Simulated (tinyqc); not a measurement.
Junction field-effect transistor with two gates, gradual channel with velocity saturation: one step of the calculation.

A uniformly doped n-type channel, depleted from both sides by p+ gates; at channel potential V the depleted share of a is u = sqrt((Vbi - Vg + V)/Vp), s at the source. Electrons drift with v = mu E/(1 + mu E/vsat). Abrupt depletion edge, no series resistance, source at 0.

Task. Built-in and pinch-off voltages. ni = sqrt(Nc Nv) exp(-Eg/(2 Vt)), Eg in volts; Vbi = Vt ln(Na Nd/ni^2); Vp = q Nd a^2/(2 eps0 eps_r); G0 = 2 q mu Nd a W/L; Z = mu Vp/(vsat L); s = sqrt((Vbi - Vg)/Vp). VT = Vbi - Vp.

Inputs (values chosen for the exercise); material values close to those of gallium arsenide: temperature T = 250 K; relative permittivity of the semiconductor eps_r = 12.8; conduction-band density of states at T Nc = 3.3e17 cm^-3; band gap Eg = 1.43 eV; valence-band density of states at T Nv = 6.78e18 cm^-3; donor density of the channel Nd = 1.1e17 cm^-3; half the channel thickness a = 210 nm; low-field mobility at this doping mu = 4400 cm^2/(V s); saturation velocity vsat = 1.1e7 cm/s; gate length L = 1 um; gate width W = 100 um; acceptor density of the gates Na = 4.1e18 cm^-3; gate voltage Vg = 0 V.

Constants: q = 1.602176634e-19 C, kB = 1.380649e-23 J/K, Vt = kB T/q, eps0 = 8.8541878128e-14 F/cm where lengths are in cm. Results are converted to the units shown.

Give: Vbi; Vp; VT; G0; Z; s.

Result.

Vbi = 1.395 V
Vp = 3.429 V
VT = -2.033 V
G0 = 325.7 mS
Z = 13.72
s = 0.6380

Z = 13.7: velocity saturation dominates.

tinyqc, about 0.1 s, one thread, Intel Xeon 2.30GHz (shared host): `OMP_NUM_THREADS=1 python tinyqc.py 2500148 2500149 out.jsonl`
